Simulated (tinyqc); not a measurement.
Off-state leakage of single and stacked transistors: two steps of the calculation.

n-channel devices of unit width. Subthreshold current I(Vg, Vs, Vd) = I0 (T/300 K)^0.5 exp[(Vg - Vs - VT(T) - gb (Vs - Vb) + dd (Vd - Vs))/(nf Vt)] (1 - exp(-(Vd - Vs)/Vt)), VT(T) = VT - cT (T - 300 K). Gate-edge tunnelling Ig (Vd/1 V) exp(ag (Vd - 1 V)), for a gate at 0 V, and band-to-band leakage Ab u exp(-Bb/u), u = Vd - Vb + 1 V, flow at a drain held at V; both are taken as independent of T. In a stack of off transistors (all gates at 0 V) the same subthreshold current passes through each.

Parameters, values chosen for the exercise; values of the order met in bulk silicon logic transistors:
- T = 398 K (temperature)
- V = 0.7 V (supply voltage)
- VT = 0.43 V (threshold at 300 K, zero drain and body bias)
- cT = 0.9 mV/K (fall of the threshold with temperature)
- I0 = 0.26 uA/um (current at threshold at 300 K)
- nf = 1.33 (slope factor)
- dd = 0.14 (drain-induced lowering per volt)
- gb = 0.13 (rise of the threshold per volt of source-body bias)
- Ig = 5e-6 uA/um (gate-edge tunnelling current at 1 V)
- ag = 4.3 1/V (exponential slope of the gate current)
- Ab = 60 uA/(um V) (prefactor of band-to-band leakage at the drain)
- Bb = 22 V (its exponential voltage)
- Vb = 0 V (body voltage)

Constants: q = 1.602176634e-19 C, kB = 1.380649e-23 J/K, Vt = kB T/q. Results are converted to the units shown.

Problem 1. Leakage of one transistor. Vg = Vs = 0, Vd = V; effective threshold VT(T) - gb Vb - dd V.

Find: effective threshold; parts; total; shares.

Solution 1.

effective threshold = 0.24380 V
parts (nA/um): subthreshold 1.4294, gate edge 9.6345e-4, band-to-band 0.24452
total = 1.6749 nA/um
shares (%): subthreshold 85.343, gate edge 0.057522, band-to-band 14.599

The subthreshold part is the largest.

Problem 2. New Vx. Stack of two, Vx the node between them: I_low = I(0, 0, Vx), I_up = I(0, Vx, V), f = ln(I_up/I_low), f' = -(1 + gb + 2 dd)/(nf Vt) - 1/(Vt (exp(Vx/Vt) - 1)) - 1/(Vt (exp((V - Vx)/Vt) - 1)), Vx(new) = Vx - f/f'.

Vx after iteration 1 = 0.073510695 V

Give: I_low; I_up; f; f'; Vx after iteration 2.

Solution 2.

I_low = 0.1845 nA/um
I_up = 0.1846 nA/um
f = 8.606e-4
f' = -34.78 1/V
Vx after iteration 2 = 0.07354 V

tinyqc, about 0.03 s, one thread, Intel Xeon 2.30GHz (shared host): `OMP_NUM_THREADS=1 python tinyqc.py 2242245 2242246 out.jsonl`
